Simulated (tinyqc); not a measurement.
From lone donors to an impurity band: impurity band of shallow donors (Hubbard estimate).

Constants: e^2/(4 pi eps0) = 14.39964547 eV angstrom.

Inputs chosen for the exercise (out of a larger set: near those of two donors in Si; not measured data): a = 16.1 angstrom (orbital radius); eps = 11.3 (dielectric constant); Ns = (0.047, 0.12, 0.28, 0.71, 1.7, 3.5, 7.1) x 1e18/cm^3 (donor densities).

Donors on a simple cubic lattice of spacing R = N^(-1/3) (1/angstrom^3 = 1e24/cm^3), Ha* = q/(eps a), q = e^2/(4 pi eps0), x = R/a. Hopping t = Ha* (1 + x) exp(-x), band width B = 12 t, on-site repulsion U = (5/8) Ha*; the gap closes near B/U = 1.15. Valley factors and disorder are left out.

Results:

| N (1e18/cm^3) | R (angstrom) | N^(1/3) a | t (meV) | B (meV) | B/U |
|---|---|---|---|---|---|
| 0.047 | 277.1 | 0.058 | 4.83e-05 | 0.000580 | 1.17e-05 |
| 0.12 | 202.7 | 0.079 | 0.00365 | 0.0439 | 0.000887 |
| 0.28 | 152.9 | 0.105 | 0.0625 | 0.750 | 0.0152 |
| 0.71 | 112.1 | 0.144 | 0.597 | 7.16 | 0.145 |
| 1.7 | 83.8 | 0.192 | 2.70 | 32.4 | 0.654 |
| 3.5 | 65.9 | 0.244 | 6.74 | 80.9 | 1.63 |
| 7.1 | 52.0 | 0.309 | 13.2 | 159 | 3.21 |

What does the comparison show, and why?

B/U passes 1.15 between 1.7 and 3.5 x 1e18/cm^3; the root is x = 4.52, N^(1/3) a = 0.221, N = 2.6 x 1e18/cm^3, below the 4.2 that the empirical rule N^(1/3) a = 0.26 gives; the estimate is rough, since random positions, the overlap of the orbitals and screening are left out. While N grows by 151 times, t grows by 2.74e+05 times.

Run: tinyqc, `OMP_NUM_THREADS=1 python tinyqc.py 1282135 1282136 out.jsonl`; Intel(R) Xeon(R) Processor @ 2.30GHz, one thread, shared host; about 0.01 s of CPU time with all checks.
